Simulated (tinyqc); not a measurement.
From one set of inputs to another, one input at a time: two-step dopant diffusion (predeposition and drive-in) with a constant diffusivity. Computed by tinyqc, a small Python program. Command: `OMP_NUM_THREADS=1 python tinyqc.py 3022494 3022495 out.jsonl dopdiff ladder`. One thread of a shared host (Intel(R) Xeon(R) Processor @ 2.30GHz), about 0.1 s of CPU time with the checks.

Fick diffusion into a half space x > 0 whose background doping C_B is of the opposite type, so that a junction lies where C = C_B.

The inputs printed are set A. Set A is modelled on aluminium in silicon; the values taken over come from a set modelled on gallium in silicon. Inputs not listed in the table keep their values of set A, so the rows need not describe a real material.

Inputs (values chosen for the exercise, modelled on aluminium in silicon): prefactor D0 = 1.2 cm^2/s; activation energy E = 3.41 eV; surface concentration C_s = 1.3e+19 1/cm^3; background doping C_B = 1.1e+15 1/cm^3; predeposition temperature T1 = 950 C; predeposition time t1 = 60 min; drive-in temperature T2 = 1025 C; drive-in time t2 = 240 min; mean mobility in the layer mu = 260 cm^2/(V s).

Furnace ramps of the drive-in: none.

Constants: k_B = 8.617333262e-05 eV/K; e = 1.602176634e-19 C.

Method:
- D = D0 exp(-E/(k_B T)).
- Temperatures in kelvin are T(C) + 273.15.
- Times in seconds are 60 times the minutes.
- (Dt)2 = D2 t2, t2 in seconds.
- C = C_s erfc(x/(2 sqrt(D1 t1))); dose Q = 2 C_s sqrt(D1 t1/pi); the junction solves erfc(z) = C_B/C_s with x_j = 2 z sqrt(D1 t1).
- With a sealed surface and a thin source, C = Q/sqrt(pi (Dt)2) exp(-x^2/(4 (Dt)2)); x_j = 2 sqrt((Dt)2 ln(C(0)/C_B)); gradient at the junction |dC/dx| = C_B x_j/(2 (Dt)2).
- Net dose Q_net = Q erf(x_j/(2 sqrt((Dt)2))) - C_B x_j; R_s = 1/(e mu Q_net), with every dopant ionised and one mobility.
- Exact two-step profile: C = (2 C_s/pi) int_0^alpha exp(-beta (1 + u^2))/(1 + u^2) du with alpha = sqrt(D1 t1/(Dt)2), beta = x^2/(4 (D1 t1 + (Dt)2)).
- The integral takes 48 Gauss-Legendre points; solve C(x) = C_B.

Each row keeps all changes above it; columns: (1) input moved; (2) from; (3) to; (4) sheet resistance R_s (Gaussian) (ohm/square); (5) gradient at the junction (1/cm^4); (6) exact junction depth (um):
```
(1)                                                       (2)         (3)     (4)         (5)     (6)
set A                                                       -           -   264.4  9.4082e+19  1.7271
predeposition temperature T1 (C)                          950         875   763.5  8.7005e+19  1.5805
drive-in time t2 (min)                                    240          20   760.4  3.3003e+20  0.5076
mean mobility in the layer mu (cm^2/(V s))                260         230   859.6  3.3003e+20  0.5076
drive-in temperature T2 (C)                              1025        1075   860.7  1.8031e+20  0.8489
surface concentration C_s (1/cm^3)                    1.3e+19     8.6e+18  1303.0  1.7484e+20  0.8231
prefactor D0 (cm^2/s) and activation energy E (eV)  1.2, 3.41  0.441, 3.4  2043.4  2.7642e+20  0.5213
```

Which inputs carry the difference?

Sheet resistance R_s (Gaussian) goes from 264 to 2040, a factor 7.73 in all. The largest single move comes from predeposition temperature T1 (a factor 2.89). Gradient at the junction goes from 9.41e19 to 2.76e20, a factor 2.94 in all. The largest single move comes from drive-in time t2 (a factor 3.79), and drive-in temperature T2 works against it (a factor 0.546). Exact junction depth goes from 1.73 to 0.521, a factor 0.302 in all. The largest single move comes from drive-in time t2 (a factor 0.321), and drive-in temperature T2 works against it (a factor 1.67). The single moves hold for this order of the switches; the total does not depend on the order.

Caution (all rows): C_s exceeds the intrinsic carrier density of silicon at the predeposition temperature (2e18 to 1e19 per cm^3), where real diffusivities rise with concentration and profiles turn box-like.

Extremes, crossings and ranges named in words are read from the listed rows.
